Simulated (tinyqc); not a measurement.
A finite superlattice with mass mismatch, transfer matrices: one step of the calculation.

One electron of energy E comes from the left lead (band edge 0); no transverse momentum. Parabolic bands, masses in units of m0, C = hbar^2/(2 m0); psi and psi'/m are continuous at every interface. N periods of a barrier d1 followed by a well Lw; the right lead equals the left one.

Problem. N periods by the Chebyshev identity. x = (M11 + M22)/2 of one period. For |x| < 1 the energy lies in a miniband and cos(th) = x; for |x| > 1 it lies in a gap and cosh(g) = |x|. M^N = U_(N-1)(x) M - U_(N-2)(x) 1, with U_n = sin((n + 1) th)/sin th in a band and sign(x)^n sinh((n + 1) g)/sinh g in a gap.

Parameters, values chosen for the exercise: number of periods N = 8.

M of one period:

|  | 1 | 2 |
|---|---|---|
| 1 | 0.91316405 | 0.12419699 |
| 2 | -16.838686 | -1.1950910 |

Give: x; th (rad); U_(N-1); U_(N-2); M^N.

Solution.

x = -0.1410
th (rad) = 1.712
U_(N-1) = 0.9142
U_(N-2) = -0.5542

M^N:

|  | 1 | 2 |
|---|---|---|
| 1 | 1.389 | 0.1135 |
| 2 | -15.39 | -0.5383 |

The energy lies in a miniband.

Range of the model: Masses are held fixed, although real bands cease to be parabolic a few tenths of an eV from their edges (inside a barrier too).

Computed by the program tinyqc: `OMP_NUM_THREADS=1 python tinyqc.py 2560024 2560025 out.jsonl`, one thread of a shared Intel Xeon 2.30GHz, about 0.01 s for the whole run.
